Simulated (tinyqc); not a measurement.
p-n diode, drift-diffusion by the Gummel loop with Scharfetter-Gummel fluxes: one step of the calculation.

Abrupt junction at x = 0, p side from -Lp, n side to Ln, ohmic contacts. psi is counted from the intrinsic level; n = ni exp((psi - phin)/Vt), p = ni exp((phip - psi)/Vt). Contacts: p side psi = V - Vt ln(Na/ni), p = Na, n = ni^2/Na; n side psi = Vt ln(Nd/ni), n = Nd, p = ni^2/Nd. Constant mobilities, D = mu Vt, Boltzmann statistics, SRH recombination through a mid-gap level, U = (n p - ni^2)/(tp (n + ni) + tn (p + ni)). Current is positive from the p contact to the n contact.

Question. Poisson equation. With phin and phip held, solve a_i (psi_(i+1) - psi_i) - a_(i-1) (psi_i - psi_(i-1)) + q w_i (p_i - n_i + C_i) = 0 for the inner nodes by Newton steps to convergence; a_i = eps0 eps_r/h_i, h_i = x_(i+1) - x_i, w_i = (h_(i-1) + h_i)/2, C = -Na or +Nd.

Parameters, values chosen for the exercise; band and dielectric values close to those of silicon: temperature T = 300 K; relative permittivity eps_r = 11.5; acceptor density of the p side Na = 5e15 cm^-3; donor density of the n side Nd = 2e17 cm^-3; bias of the p contact V = 0.64 V.

Constants: q = 1.602176634e-19 C, kB = 1.380649e-23 J/K, Vt = kB T/q, eps0 = 8.8541878128e-14 F/cm where lengths are in cm. Results are converted to the units shown.

```
node  x (nm)  phin at the start (V)  phip at the start (V)
0      -4100                   0.64                   0.64
1      -1590                      0                   0.64
2       -605                      0                   0.64
3       -221                      0                   0.64
4      -70.3                      0                   0.64
5      -11.5                      0                   0.64
6       11.5                      0                   0.64
7         52                      0                   0.64
8        123                      0                   0.64
9        249                      0                   0.64
10       470                      0                   0.64
11       860                      0                      0
```

ni = 1.0521030e10 cm^-3

Wanted: psi; n after Poisson; p after Poisson.

Answer.

```
node  psi (V)  n after Poisson (cm^-3)  p after Poisson (cm^-3)
0     0.30207                    22138                5.0000e15
1     0.29721                1.0352e15                6.0344e15
2     0.29722                1.0355e15                6.0327e15
3     0.29836                1.0821e15                5.7729e15
4     0.31840                2.3495e15                2.6586e15
5     0.37169                1.8454e16                3.3849e14
6     0.42674                1.5525e17                4.0236e13
7     0.43307                1.9829e17                3.1503e13
8     0.43329                2.0001e17                3.1231e13
9     0.43330                2.0003e17                3.1228e13
10    0.43330                2.0003e17                3.1228e13
11    0.43329                2.0000e17                   553.46
```

Computed by the program tinyqc: `OMP_NUM_THREADS=1 python tinyqc.py 2240076 2240077 out.jsonl`, one thread of a shared Intel Xeon 2.30GHz, about 0.1 s for the whole run.
